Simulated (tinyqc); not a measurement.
# Interface traps from C-V curves, high-low and Terman methods: what changes with what

MOS capacitor on an n-type substrate; psi is the band bending, negative in depletion; only majority carriers are counted. At the bending psi the Fermi level lies y = xi - psi below the conduction edge at the surface, xi = Vt ln(Nc/Nd). Dit(y) = D0 + D1 exp(-y/E1); traps fill up to the Fermi level, follow the bias and a slow signal, and do not follow a fast one. V is the gate voltage from flat band.

Values chosen for this exercise; band and dielectric values close to those of gallium nitride:

| symbol | value | unit | meaning |
|---|---|---|---|
| T | 200 | K | temperature |
| eps_r | 9.39 |  | relative permittivity |
| Nc | 1.26e18 | cm^-3 | conduction-band density of states at T |
| Nd | 1.1e16 | cm^-3 | donor density |
| EOT | 2.1 | nm | equivalent oxide thickness |
| D0 | 1.9e12 | cm^-2 eV^-1 | trap density far from the band edge |
| D1 | 1.2e13 | cm^-2 eV^-1 | band-tail density at the conduction edge |
| E1 | 0.08 | eV | decay energy of the tail |

Constants: q = 1.602176634e-19 C, kB = 1.380649e-23 J/K, Vt = kB T/q, eps0 = 8.8541878128e-14 F/cm where lengths are in cm. Results are converted to the units shown.

Each table varies one quantity; the others keep the values above.

## Subthreshold swing with traps

Cox = 3.9 eps0/EOT, LD = sqrt(eps0 eps_r Vt/(q Nd)), u = psi/Vt, Cd = (eps0 eps_r/(sqrt(2) LD)) |exp(u) - 1|/sqrt(exp(u) - u - 1). At psi = -0.317 V the swing of a transistor with this gate would be S = Vt ln 10 (1 + (Cd + q Dit)/Cox), Dit as above.

Subthreshold swing with traps:
```
D0 (cm^-2 eV^-1)  Dit (cm^-2 eV^-1)  q Dit/Cox  S (mV/decade)
8.5e9                      9.067e10   0.008835          41.23
2.5e10                     1.072e11    0.01044          41.29
7.3e10                     1.552e11    0.01512          41.48
2.1e11                     2.922e11    0.02847          42.01
6.2e11                     7.022e11    0.06842          43.59
1.8e12                     1.882e12     0.1834          48.16
5.3e12                     5.382e12     0.5244          61.69
1.5e13                     1.508e13      1.470          99.19
```

What does the comparison show?

S rises from 41.2 to 99.2 mV/decade; without traps it is 40.9. The traps add 10 mV/decade at Dit = 2.59e12 cm^-2 eV^-1 and equal Cox at 1.03e13.

## Effect of the oxide thickness on the signal

Ideal V0 = psi - sqrt(2) (eps0 eps_r Vt/LD) sqrt(exp(u) - u - 1)/Cox for psi < 0; the traps add dV = (q/Cox) times the integral of Dit from 0 to psi = (q/Cox) [D0 psi + D1 E1 exp(-xi/E1) (exp(psi/E1) - 1)]. 1/C_HF = 1/Cox + 1/Cd, 1/C_LF = 1/Cox + 1/(Cd + q Dit). All at psi = -0.317 V.

Results:
```
EOT (nm)  dV (mV)  C_HF (nF/cm^2)  C_LF (nF/cm^2)  (C_LF - C_HF)/Cox (%)
1.4       -61.152          48.466          319.48                 10.988
2.5       -109.20          47.729          289.97                 17.538
4.4       -192.19          46.507          250.07                 25.938
14        -611.52          41.183          147.52                 43.110
26        -1135.7          36.027          97.522                 46.302
46        -2009.3          29.807          62.321                 43.313
```

Estimate the missing row, EOT = 8 nm.

Computed row:
```
EOT (nm)  dV (mV)  C_HF (nF/cm^2)  C_LF (nF/cm^2)  (C_LF - C_HF)/Cox (%)
8         -349.44          44.357          198.36                 35.678
```

With this row back in the table: The stretch-out grows in proportion to the EOT, from -61.2 to -2010 mV, so thin oxides leave Terman's method little to read; the high-low gap goes from 11.0 through a maximum of 46.3 (at EOT = 26 nm among the rows listed) to 43.3 % of Cox.

Computed by the program tinyqc: `OMP_NUM_THREADS=1 python tinyqc.py 2030163 2030164 out.jsonl`, one thread of a shared Intel Xeon 2.30GHz, about 0.01 s for the whole run.
